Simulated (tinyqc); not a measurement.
# Band bending at a free surface with one surface level, surface photovoltage and Kelvin probe, step by step

tinyqc, about 0.01 s, one thread, Intel Xeon 2.30GHz (shared host): `OMP_NUM_THREADS=1 python tinyqc.py 2430133 2430134 out.jsonl` Printed values are rounded.

n-type bulk, xi = Ec - EF = Vt ln(Nc/Nd), p0 = ni^2/Nd, ni = sqrt(Nc Nv) exp(-Eg/(2 Vt)), Eg in volts. b is the upward band bending, u = b/Vt. Space charge per area, in units of q: Qc = sign(b) sqrt((2 eps0 eps_r Vt/q) [(Nd + dn)(exp(-u) - 1) + Nd u + (p0 + dn)(exp(u) - 1)]), with dn the excess density under light (flat quasi-Fermi levels; 0 in the dark). The level holds -Ns f, f = 1/(1 + exp((xi + b - Es)/Vt)). Neutrality: Qc + Qf + (charge of the states) = 0.

Parameters, values chosen for the exercise; band and dielectric values those of a made-up semiconductor:
```
symbol,value,unit,meaning
T,300,K,temperature
Eg,0.754,eV,band gap
eps_r,20.2,,relative permittivity
Nc,1.35e19,cm^-3,conduction-band density of states at T
Nv,5.43e18,cm^-3,valence-band density of states at T
chi,5.16,eV,electron affinity
Nd,8.8e15,cm^-3,donor density
Qf,0,cm^-2,fixed positive charge at the surface
pt,4.98,eV,work function of the probe tip
Ns,2.9e11,cm^-2,density of an acceptor-like surface level
Es,0.34,eV,its depth below the conduction edge
dn,7.2e10,cm^-3,excess carrier density under light
```

Constants: q = 1.602176634e-19 C, kB = 1.380649e-23 J/K, Vt = kB T/q, eps0 = 8.8541878128e-14 F/cm where lengths are in cm. Results are converted to the units shown.

## Bulk quantities

xi, ni, p0, the Debye length sqrt(eps0 eps_r Vt/(q Nd)) and the flat-band work function chi + xi.

xi = 0.1896423 eV
ni = 3.974162e12 cm^-3
p0 = 1.794768e9 cm^-3
Debye length = 57.26649 nm
chi + xi = 5.349642 eV

## Charges against band bending

```
point,b (V)
0,0.044
1,0.074
2,0.103
3,0.132
4,0.162
5,0.191
6,0.221
```

Evaluate Qc, the surface charge Qf - Ns f and their sum in the dark; the root lies where the sum changes sign.

```
point,Qc (cm^-2),surface charge (cm^-2),sum (cm^-2)
0,6.701963e10,-2.853374e11,-2.183178e11
1,9.874187e10,-2.756263e11,-1.768844e11
2,1.234992e11,-2.499757e11,-1.264765e11
3,1.445204e11,-1.944231e11,-4.990274e10
4,1.635835e11,-1.128908e11,5.069273e10
5,1.801441e11,-4.985534e10,1.302888e11
6,1.958254e11,-1.771284e10,1.781126e11
```

The sum rises steadily with b, so there is one root; bisection gives b = 0.14702 V.

## Work function and Kelvin-probe reading

converged b = 0.1470194 V

Work function chi + xi + b; contact potential difference CPD = (work function of the sample) - pt. Depth of EF below Ec at the surface: xi + b. Depletion width Qc/Nd.

xi + b = 0.3366617 eV
Qc = 1.543490e11 cm^-2
Qc/Nd = 175.3966 nm
work function = 5.496662 eV
CPD = 516.6617 mV

The level is 53.2 % filled: the Fermi level is pinned at it.

## Surface photovoltage

Under chopped light the surface charge keeps its dark value, so b falls to bL with Qc(bL, dn) = Qc(b, 0); the photovoltage is b - bL. Qc rises with b, so bL follows by bisection.

bL = 0.1469573 V
photovoltage = 0.06203152 mV
share of b removed = 0.04219275 %
excess holes at the surface, dn exp(bL/Vt) = 2.118884e13 cm^-3
